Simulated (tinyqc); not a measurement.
# Current crowding under a contact, resistor ladder against the transmission-line model: two studies

A metal contact of length d and width W on a thin layer of the same width. The metal has no resistance, the sheet resistance under it equals Rsh, and current enters the layer at the front edge x = 0.

Inputs (values chosen for the exercise):
- Rsh = 3400 ohm/sq (sheet resistance of the semiconductor layer)
- rc = 1.6e-6 ohm cm^2 (specific contact resistivity)
- d = 0.35 um (contact length)
- W = 35 um (contact width)

Each table varies one quantity; the others keep the values above.

## Effect of the contact resistivity

Transfer length Lt = sqrt(rc/Rsh); front resistance Rc = (Rsh Lt/W) coth(d/Lt); end resistance Re = (Rsh Lt/W)/sinh(d/Lt).

Effect of the contact resistivity:
```
rc (ohm cm^2)   Lt (um)     d/Lt  Rc W (ohm um)
2.9e-8         0.029205   11.984         99.298
8.6e-8         0.050293   6.9592         171.00
2.6e-7         0.087447   4.0024         297.52
7.7e-7          0.15049   2.3257         521.53
2.3e-6          0.26009   1.3457         1012.9
6.9e-6          0.45049  0.77693         2353.0
2.1e-5          0.78591  0.44535         6391.5
6.2e-5           1.3504  0.25919          18109
```

Rc W rises from 99.3 to 18100 ohm um, as rc^(0.50) between the first two rows (d/Lt = 12) and rc^(0.96) between the last two (d/Lt = 0.26); a long contact gives the power 1/2 and a short one 1.

## Effect of the sheet resistance

Same model as above.

Effect of the sheet resistance:
```
Rsh (ohm/sq)   Lt (um)     d/Lt  Rc W (ohm um)  Re W (ohm um)
120             1.1547  0.30311         471.06         450.22
370            0.65760  0.53224         499.52         436.25
1100           0.38139  0.91771         578.80         398.77
3300           0.22019   1.5895         789.76         309.38
9900           0.12713   2.7531         1268.8         161.07
30000         0.073030   4.7926         2191.2         36.332
89000         0.042400   8.2547         3773.6         1.9625
```

Read the table: what changes, and by how much?

Rc W rises from 471 to 3770 ohm um while Re W falls from 450 to 1.96 ohm um; for Rsh going to zero both tend to rc/d = 457 ohm um. A larger Rsh shortens Lt and crowds the current to the front edge.

Numbers from tinyqc (`OMP_NUM_THREADS=1 python tinyqc.py 2760044 2760045 out.jsonl`; about 0.01 s on one thread of a shared Intel Xeon 2.30GHz).
